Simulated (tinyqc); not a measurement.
Inside a calculation. Model: all-pass ring resonator.

Computed by the program tinyqc: `OMP_NUM_THREADS=1 python tinyqc.py 2650001 2650002 out.jsonl`, one thread of a shared Intel Xeon 2.30GHz, about 0.01 s for the whole run. Printed values are rounded.

A ring of length L = 2 pi Rr coupled to one bus waveguide: round-trip amplitude a = 10^(-al L/20), self-coupling t = sqrt(1 - k2). At detuning d from the resonance the round-trip phase is p = 2 pi d/FSR and the transmission T = (a^2 - 2 a t cos p + t^2)/(1 - 2 a t cos p + a^2 t^2). Lossless coupler, linear absorption only.

Values chosen for this exercise; values close to those of silicon waveguides:
```
symbol,value,unit,meaning
lam,1310,nm,cold resonance wavelength
Rr,5,um,ring radius
ng,4.24,,group index
al,6.9,dB/cm,propagation loss
k2,0.0066,,power coupling
dT,0.00017,1/K,thermo-optic change of the effective index
Rt,2.5,K/mW,thermal resistance
fa,0.73,,share of the loss that heats the ring
Pin,0.33,mW,input power
dl,-14,pm,laser detuning from the cold resonance
```

Constants: c = 299792458 m/s. Results are converted to the units shown.

## Resonance parameters

FSR = lam^2/(ng L), finesse F = pi sqrt(a t)/(1 - a t), FWHM = FSR/F, Q = lam/FWHM, Tmin = (a - t)^2/(1 - a t)^2, power build-up k2 a^2/(1 - a t)^2, optical bandwidth c/(lam Q).

a = 0.997507
t = 0.996695
FSR = 12.8833 nm
F = 541.038
FWHM = 23.8122 pm
Q = 55013.9
Tmin = -17.0523 dB
build-up = 195.909
bandwidth = 4.15985 GHz

The ring is overcoupled; critical coupling needs k2 = 1 - a^2 = 0.00498.

## Iteration 1: thermal shift of the resonance

s at the start = 0 pm

T is the transmission at d = dl - s, p = 2 pi d/FSR; out = (lam dT/ng) Rt fa (1 - T) Pin; s(new) = out.

d = -14 pm
T = 0.588575
out = 13.0143 pm
s after iteration 1 = 13.0143 pm

## Iteration 2: thermal shift of the resonance

As before.

d = -27.0143 pm
T = 0.840554
out = 5.04366 pm
s after iteration 2 = 5.04366 pm

## Course of the iteration: thermal shift of the resonance

Stop when s changes by less than 1e-7 pm, or after 200 iterations.

Course of the iteration:
```
iteration	s (pm)	|change| (pm)
1	13.0143	13.0
2	5.04366	7.97
3	8.71436	3.67
4	6.68343	2.03
5	7.71766	1.03
6	7.16594	0.552
7	7.45342	0.287
8	7.30173	0.152
9	7.38125	0.0795
...	...	...
23	7.35382	9.72e-6
24	7.35381	5.11e-6
25	7.35381	2.68e-6
26	7.35381	1.41e-6
27	7.35381	7.41e-7
28	7.35381	3.89e-7
29	7.35381	2.05e-7
30	7.35381	1.07e-7
31	7.35381	5.65e-8
```

Converged in 31 iterations. At the end each change is about 0.53 times the one before, with alternating sign: linear convergence. The equation has 1 root(s).
